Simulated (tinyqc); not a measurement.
Graded p-n junction, non-linear Poisson equation by Newton steps: one step of the calculation.

One dimension, p side on the left, n side on the right; net doping C = (Nd - Na)/2 + ((Nd + Na)/2) tanh(x/Lg). The potential psi is counted from the intrinsic level, and the quasi-Fermi potentials are flat: 0 for holes and -V for electrons, so n = ni exp((psi + V)/Vt) and p = ni exp(-psi/Vt) (Boltzmann statistics, full ionisation, no current).

Problem. Newton step. Solve the tridiagonal system a_(i-1) d_(i-1) + b_i d_i + a_i d_(i+1) = -F_i for nodes 1 to 10, with d = 0 on fixed nodes. The full step is added.

Inputs (values chosen for the exercise): temperature T = 300 K.

Constants: q = 1.602176634e-19 C, kB = 1.380649e-23 J/K, Vt = kB T/q. Results are converted to the units shown.

| interval | coupling a_i (F/cm^2) |
|---|---|
| 0 | 3.4114665e-8 |
| 1 | 3.7537172e-8 |
| 2 | 4.3441895e-8 |
| 3 | 4.9357387e-8 |
| 4 | 5.6033749e-8 |
| 5 | 6.3730692e-8 |
| 6 | 7.2493663e-8 |
| 7 | 4.8531322e-8 |
| 8 | 3.2309153e-8 |
| 9 | 2.1802605e-8 |
| 10 | 1.4319736e-8 |

| node | diagonal b (F/cm^2) | residual F (C/cm^2) |
|---|---|---|
| 1 | -1.6964786e-5 | 4.8250524e-12 |
| 2 | -1.5073961e-5 | 7.1054674e-11 |
| 3 | -1.3159600e-5 | 7.0043481e-10 |
| 4 | -1.1610423e-5 | 5.1588136e-9 |
| 5 | -1.0245233e-5 | 2.7671588e-8 |
| 6 | -9.0383075e-6 | 1.4832500e-7 |
| 7 | -1.2102502e-7 | -7.4161999e-8 |
| 8 | -3.9722482e-6 | -4.8893438e-8 |
| 9 | -5.8521791e-6 | -1.5739868e-9 |
| 10 | -8.7690139e-6 | -1.8852791e-11 |

| node | psi at the start (V) |
|---|---|
| 0 | -0.62798720 |
| 1 | -0.62798720 |
| 2 | -0.62798720 |
| 3 | -0.62798720 |
| 4 | -0.62798720 |
| 5 | -0.62798720 |
| 6 | -0.62798720 |
| 7 | 0.12523334 |
| 8 | 0.59214872 |
| 9 | 0.59214872 |
| 10 | 0.59214872 |
| 11 | 0.59214872 |

Find: Newton step d; psi after iteration 1.

Solution.

| node | Newton step d (V) |
|---|---|
| 1 | 0.00000 |
| 2 | 0.00000 |
| 3 | 0.00005 |
| 4 | 0.00046 |
| 5 | 0.00278 |
| 6 | 0.01151 |
| 7 | -0.61383 |
| 8 | -0.01981 |
| 9 | -0.00038 |
| 10 | 0.00000 |

| node | psi after iteration 1 (V) |
|---|---|
| 0 | -0.62799 |
| 1 | -0.62799 |
| 2 | -0.62798 |
| 3 | -0.62793 |
| 4 | -0.62753 |
| 5 | -0.62521 |
| 6 | -0.61648 |
| 7 | -0.48860 |
| 8 | 0.57234 |
| 9 | 0.59177 |
| 10 | 0.59215 |
| 11 | 0.59215 |

Program tinyqc, `OMP_NUM_THREADS=1 python tinyqc.py 2000095 2000096 out.jsonl`; Intel Xeon 2.30GHz, shared host, one thread, about 0.04 s.
